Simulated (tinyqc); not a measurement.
## Reverse leakage of an n+-p junction: diffusion, generation, trap-assisted and band-to-band tunnelling: leakage components against the reverse bias

One-sided abrupt junction in the depletion approximation, x from the junction (0) to W on the p side, field F = F0 (1 - x/W). Flat quasi-Fermi levels, long p side. Traps generate through SRH with both lifetimes shortened by 1 + Gamma (Hurkx enhancement, form for moderate fields); band-to-band generation is local and needs a total bending above Eg.

ni = sqrt(Nc Nv) exp(-Eg/(2 Vt)), Eg in volts; Vbi = Vt ln(Na Nd/ni^2); W = sqrt(2 eps0 eps_r (Vbi + VR)/(q Na)); F0 = 2 (Vbi + VR)/W; FG = sqrt(24 mt m0 (kB T)^3)/(q hbar); J_diff = q ni^2 sqrt(Dn/tau)(1 - exp(-VR/Vt))/Na. u = (Vbi + VR)(1 - x/W)^2, p = Na exp(-u/Vt), n = Nd exp((u - Vbi - VR)/Vt); G0 = ni^2 (1 - exp(-VR/Vt))/(tau (n + p + 2 ni cosh(Et/Vt))); Gamma = 2 sqrt(3 pi)(F/FG) exp((F/FG)^2); trap-assisted part G0 Gamma; G_bb = Ab F^2.5 exp(-Bb/F) with F in V/cm, zero unless Vbi + VR > Eg. Currents are q times the integrals over 0 to W; J_bb under 1e-8 of J is printed as 0; rows with F0/FG above 2.2, beyond the range of this Gamma, are left out.

Values chosen for this exercise; band and dielectric values close to those of silicon:

| symbol | value | unit | meaning |
|---|---|---|---|
| T | 358 | K | temperature |
| Eg | 1.13 | eV | band gap |
| eps_r | 11.5 |  | relative permittivity |
| Nc | 3.66e19 | cm^-3 | conduction-band density of states at T |
| Nv | 3.49e19 | cm^-3 | valence-band density of states at T |
| Na | 1.2e16 | cm^-3 | acceptor density of the lighter side |
| Nd | 1e20 | cm^-3 | donor density of the heavier side |
| tau | 8e-6 | s | SRH lifetime of both carriers at zero field |
| Et | 0 | eV | trap level above the intrinsic level |
| mt | 0.24 | m0 | tunnelling mass |
| Dn | 25 | cm^2/s | electron diffusion coefficient on the lighter side |
| Ab | 7.8e14 | cm^-0.5 V^-2.5 s^-1 | band-to-band prefactor |
| Bb | 1.92e7 | V/cm | band-to-band field constant |

Constants: q = 1.602176634e-19 C, kB = 1.380649e-23 J/K, hbar = 1.054571817e-34 J s, m0 = 9.1093837015e-31 kg, Vt = kB T/q, eps0 = 8.8541878128e-14 F/cm where lengths are in cm. Results are converted to the units shown.

The same in every row: J_bb (A/cm^2) = 0.

Leakage components against the reverse bias:
```
VR (V)  F0 (kV/cm)  F0/FG  J_diff (A/cm^2)  J_SRH (A/cm^2)  J_TAT (A/cm^2)  J (A/cm^2)    largest part
0.2           64.9  0.138          3.72e-9         2.48e-8         1.27e-8     4.12e-8  SRH generation
0.5           73.1  0.155          3.73e-9         4.84e-8         2.84e-8     8.05e-8  SRH generation
0.8           80.5  0.171          3.73e-9         6.80e-8         4.43e-8     1.16e-7  SRH generation
1.1           87.2  0.185          3.73e-9         8.52e-8         6.02e-8     1.49e-7  SRH generation
1.4           93.5  0.198          3.73e-9         1.01e-7         7.62e-8     1.80e-7  SRH generation
1.7           99.4  0.211          3.73e-9         1.15e-7         9.22e-8     2.11e-7  SRH generation
2              105  0.223          3.73e-9         1.28e-7         1.08e-7     2.40e-7  SRH generation
2.3            110  0.234          3.73e-9         1.40e-7         1.25e-7     2.69e-7  SRH generation
2.6            115  0.245          3.73e-9         1.52e-7         1.41e-7     2.97e-7  SRH generation
```

J rises from 4.12e-8 to 2.97e-7 A/cm^2. SRH generation leads at VR = 0.2 and in all other rows. The ratio J_TAT/J_SRH goes from 0.512 to 0.928 as F0/FG goes from 0.138 to 0.245.

Range of the model: The n+ side is degenerate, so Vbi from Boltzmann statistics is only a guide.

tinyqc, about 0.01 s, one thread, Intel Xeon 2.30GHz (shared host): `OMP_NUM_THREADS=1 python tinyqc.py 2290024 2290025 out.jsonl`
